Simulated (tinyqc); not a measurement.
Thermal, flicker and telegraph noise of a field-effect transistor: one step, computed by the program tinyqc. Command: `OMP_NUM_THREADS=1 python tinyqc.py 3009163 3009164 out.jsonl noise walk`. One thread of a shared host (Intel(R) Xeon(R) Processor @ 2.30GHz), about 0.01 s of CPU time with the checks.

Strong inversion, threshold roll-off and channel-length modulation left out; noise sources are uncorrelated and are given as one-sided spectral densities.

Question. Thermal noise and corner. C_ox = 3.9 eps_0/t; V_c = 2 v_s L/mu; I = W C_ox v_s V_ov^2/(V_ov + V_c); g_m = W C_ox v_s V_ov (V_ov + 2 V_c)/(V_ov + V_c)^2; g_d0 = mu C_ox (W/L) V_ov. Thermal: S_I = 4 k_B T gamma g_d0; input-referred S_V = S_I/g_m^2; corner f_c where flicker equals thermal. Total input noise from 1 Hz to f_c: sqrt(S_V,thermal [f_c ln(f_c/1 Hz) + f_c - 1 Hz]).

Inputs (values chosen for the exercise, modelled on a high-k silicon transistor): width W = 29 micrometre; length L = 1600 nm; electrical oxide thickness t = 6.7 nm; mobility mu = 430 cm^2/(V s); saturation velocity v_s = 0.72 1e7 cm/s; overdrive V_ov = 0.22 V; thermal noise factor gamma = 0.667; frequency f = 400 Hz; temperature T = 200 K.

Operating region: saturation. Flicker model: number with correlated mobility.

g_m = 832.1135 microsiemens

flicker S_I = 2.811961e-21 A^2/Hz

drain current I = 93.37380 microampere

Constants: k_B = 1.380649e-23 J/K; eps_0 = 8.8541878128e-12 F/m; e = 1.602176634e-19 C.

Give: thermal S_I; input-referred thermal noise; corner frequency f_c; input noise up to f_c; full shot noise 2eI over thermal S_I.

Answer.

thermal S_I = 6.5104e-24 A^2/Hz

input-referred thermal noise = 3.0663 nV/sqrt(Hz)

corner frequency f_c = 1.7277e+05 Hz

input noise up to f_c = 4.6059 microvolt

full shot noise 2eI over thermal S_I = 4.5958

At f the noise is flicker dominated (f_c/f = 432).
